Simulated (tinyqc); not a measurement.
Chemical trend: level against potential: deep trap from a strong local potential in a two-band host (Koster-Slater model with semi-elliptic bands). Computed by tinyqc, a small Python program. Command: `OMP_NUM_THREADS=1 python tinyqc.py 3000971 3000972 out.jsonl deeptrap walk`. One thread of a shared host (Intel(R) Xeon(R) Processor @ 2.30GHz), about 0.02 s of CPU time with the checks.

The valence band spans -2 W_v to 0 and the conduction band E_g to E_g + 2 W_c. The orbital at the impurity site has weight f_v in the valence band and 1 - f_v in the conduction band, each spread as a semi-ellipse (2/(pi W^2)) sqrt(W^2 - x^2) about the band centre. The impurity adds U to this orbital. Spin is left out.

Inputs (values chosen for the exercise, with a gap close to that of CdS):
```
quantity,value,unit
gap E_g,2.53,eV
half-width of the valence band W_v,3.1,eV
half-width of the conduction band W_c,5.1,eV
valence weight f_v of the site orbital,0.56,-
```

Impurity: attractive, donor-like.

Method:
- In the gap G(E) = f_v (2/W_v^2)[x - sqrt(x^2 - W_v^2)] - (1 - f_v)(2/W_c^2)[y - sqrt(y^2 - W_c^2)], x = E + W_v, y = E_g + W_c - E.
- G falls across the gap from G(0) to G(E_g). A repulsive U binds if U > 1/G(0), an attractive one if U < 1/G(E_g); the vacancy level (U infinite) solves G(E) = 0 (bisection).
- The trap level solves G(E) = 1/U (bisection). With D = -dG/dE = D_v + D_c, D_v = f_v (2/W_v^2)[x/sqrt(x^2 - W_v^2) - 1] and D_c = (1 - f_v)(2/W_c^2)[y/sqrt(y^2 - W_c^2) - 1], the weight on the impurity orbital is 1/(U^2 D) and the conduction-band character is D_c/D.
- U is 1.05, 1.2, 1.5, 2, 3, 5, 10 and 30 times the threshold, rounded to three digits; the largest values are formal and only show the vacancy limit.

attractive threshold = -15.5949 eV

vacancy level = 2.15563 eV

Trend:
```
U (eV),E_t (eV),weight on the impurity,conduction character,E_t - vacancy level (eV)
-16.4,2.5291,0.0020221,0.98745,0.37351
-18.7,2.5201,0.0053624,0.95654,0.36447
-23.4,2.4894,0.0070403,0.90935,0.33376
-31.2,2.4375,0.0060331,0.85843,0.28182
-46.8,2.3640,0.0035964,0.80321,0.20832
-78.0,2.2900,0.0015473,0.75598,0.13437
-156.0,2.2261,0.0004313,0.71897,0.07052
-468.0,2.1798,0.0000510,0.69365,0.02421
```

dE_t/dU equals the weight on the impurity, which peaks at 0.007 (U = -23.4 eV) and falls to 5.1e-5 in the last row, so beyond the peak each further eV of potential moves the level less. The level nears the vacancy level, 2.156 eV, as 1/U: it is 0.071 eV away at 10 times the threshold and 0.024 eV at 30 times, and the state is then host-like.

Extremes, crossings and ranges named in words are read from the listed rows.
